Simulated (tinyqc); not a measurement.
What moves the results: pi bands of a honeycomb layer in tight binding. A value that a table varies takes the place of the one given here.

Lattice vectors a (1,0) and a (1/2, sqrt3/2); f = exp(i ky a/sqrt3) + 2 cos(kx a/2) exp(-i ky a/(2 sqrt3)), w = |f|. H = [[D - t2 F, -t f], [., -D - t2 F]] with F = w^2 - 3, S = [[1, s0 f], [., 1]]; the levels solve det(H - E S) = 0. K = (4 pi/3a, 0), M = (pi/a, pi/(sqrt3 a)); w = 3, 1, 0 at Gamma, M, K.

Constants: hbar^2/2m0 = 3.80998211 eV angstrom^2.

Inputs chosen for the exercise (of the size used for graphene; not measured data):
- a = 2.46 angstrom (lattice constant)
- t = 3.09 eV (nearest hopping)
- t2 = 0.29 eV (second-neighbour hopping)
- s0 = 0.102 (overlap of neighbours)
- D = 0 eV (+D on A, -D on B)

## How far the cone holds

Upper and lower levels at distance q from K towards Gamma (-x) and towards M (+x), measured from 3 t2; cone: sqrt(D^2 + (hbar v q)^2), hbar v = (sqrt3/2) a (t + 3 t2 s0).

Levels (eV):
```
q (1/angstrom),cone,"upper, to Gamma","lower, to Gamma","upper, to M","lower, to M"
0.02,0.1354,0.1365,-0.1363,0.1345,-0.1344
0.05,0.3386,0.3448,-0.3440,0.3328,-0.3320
0.10,0.6772,0.7012,-0.6979,0.6530,-0.6501
0.15,1.0158,1.0680,-1.0603,0.9593,-0.9531
0.20,1.3544,1.4438,-1.4298,1.2506,-1.2400
0.30,2.0316,2.2174,-2.1845,1.7831,-1.7618
0.40,2.7088,3.0111,-2.9505,2.2419,-2.2082
0.60,4.0632,4.6128,-4.4706,2.9082,-2.8516
```

At q = 0.2 the upper band lies +89 meV from the cone towards Gamma and -104 meV towards M; half their difference, 97 meV, is the trigonal warping, steeper towards Gamma, and their mean, -7 meV, comes from the bending of the band and from t2 or the overlap. All four values stay within 5 % of the cone up to q = 0.1. The electron-hole asymmetry, upper plus lower towards Gamma, is +14 meV at q = 0.2.

## Fermi level against carrier density

hbar v = 6.77206 eV angstrom

Cone with four flavours: n = kF^2/pi, EF = sqrt(D^2 + (hbar v kF)^2), density of states 2 EF/(pi (hbar v)^2), quantum capacitance e^2 times it (1 e^2/(eV angstrom^2) = 1602.177 microF/cm^2), cyclotron mass 2c EF/(hbar v)^2, c = hbar^2/2m0; 1e12/cm^2 = 1e-4/angstrom^2.

Filling:
```
n (1e12/cm^2),kF (1/angstrom),EF (eV),Cq (microF/cm^2),cyclotron mass (m0)
0.10,0.00560,0.0380,0.844,0.0063
0.25,0.00886,0.0600,1.335,0.0100
0.50,0.01253,0.0849,1.888,0.0141
1.00,0.01772,0.1200,2.670,0.0199
2.00,0.02507,0.1698,3.775,0.0282
4.00,0.03545,0.2401,5.339,0.0399
10.00,0.05605,0.3796,8.442,0.0631
20.00,0.07927,0.5368,11.939,0.0892
```

From 1 to 4e12/cm^2 EF rises by a factor 2.000, the square root of four. Capacitance and mass grow in proportion to EF counted from mid-gap, so hardly at all while a large gap term dominates it; in a parabolic band both are constant; Cq is 2.67 microF/cm^2 at 1e12/cm^2, against 3.45 for 1 nm of a dielectric with eps = 3.9.

## What each parameter does

Gap at K, difference at M, and the two levels at Gamma, from (e - E)^2 - D^2 - (t + s0 E)^2 w^2 = 0, e = -t2 (w^2 - 3). Each row changes one parameter from the base and keeps the others.

Results:
```
case,gap at K (eV),difference at M (eV),lower at Gamma (eV),upper at Gamma (eV)
base,0.0000,6.3645,-8.4303,10.8501
t = 3.2445 eV,0.0000,6.6768,-8.7852,11.5180
t2 = 0.34 eV,0.0000,6.3852,-8.6600,10.4179
s0 = 0.132,0.0000,6.4454,-7.8868,12.4669
D = 0.1 eV,0.2000,6.3677,-8.4309,10.8507
a = 2.5092 angstrom,0.0000,6.3645,-8.4303,10.8501
```

The largest shifts from the base row, up to three for each result and ties (the steps differ in size, so this ranks the rows, not the parameters). gap at K (eV): D +0.2000; unchanged at the printed digits by t, t2, s0 and a. difference at M (eV): t +0.3122, s0 +0.0809, t2 +0.0206; unchanged at the printed digits by a. lower at Gamma (eV): s0 +0.5435, t -0.3549, t2 -0.2297; unchanged at the printed digits by a. upper at Gamma (eV): s0 +1.6167, t +0.6679, t2 -0.4323; unchanged at the printed digits by a. At points fixed by symmetry a drops out; the gap at K is 2D whatever the hoppings.

Run: tinyqc, `OMP_NUM_THREADS=1 python tinyqc.py 1451943 1451944 out.jsonl`; Intel(R) Xeon(R) Processor @ 2.30GHz, one thread, shared host; about 0.01 s of CPU time with all checks.
